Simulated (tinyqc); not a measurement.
# Gate work function from the charge

Inverse problem. For an undoped double gate, Q = 8 eps0 eps_r Vt beta tan(beta)/ts with 0 < beta < pi/2, and at the source (Vg - dphi)/(2 Vt) - ln[(2/ts) sqrt(2 eps0 eps_r Vt/(q ni))] = ln(beta) - ln(cos beta) + 2 r beta tan(beta), r = eps_r tox/(eox ts). Find beta and dphi.

Parameters, values chosen for the exercise; material values close to those of germanium:
- T = 300 K (temperature)
- eps_r = 15.7 (relative permittivity of the semiconductor)
- eox = 24.6 (relative permittivity of the gate insulator)
- tox = 7.7 nm (insulator thickness)
- ts = 25 nm (body thickness)
- Vg = -0.06 V (gate voltage)

Constants: q = 1.602176634e-19 C, kB = 1.380649e-23 J/K, Vt = kB T/q, eps0 = 8.8541878128e-14 F/cm where lengths are in cm. Results are converted to the units shown.

Qs = 0.65604356 nC/cm^2
ni = 2.3440209e13 cm^-3

Solution. beta tan(beta) rises from 0 without bound on the interval, so the charge fixes beta; the second relation is then explicit in dphi.

beta = 0.07546
dphi = -0.1700 V

Computed by the program tinyqc: `OMP_NUM_THREADS=1 python tinyqc.py 2440022 2440023 out.jsonl`, one thread of a shared Intel Xeon 2.30GHz, about 0.01 s for the whole run.
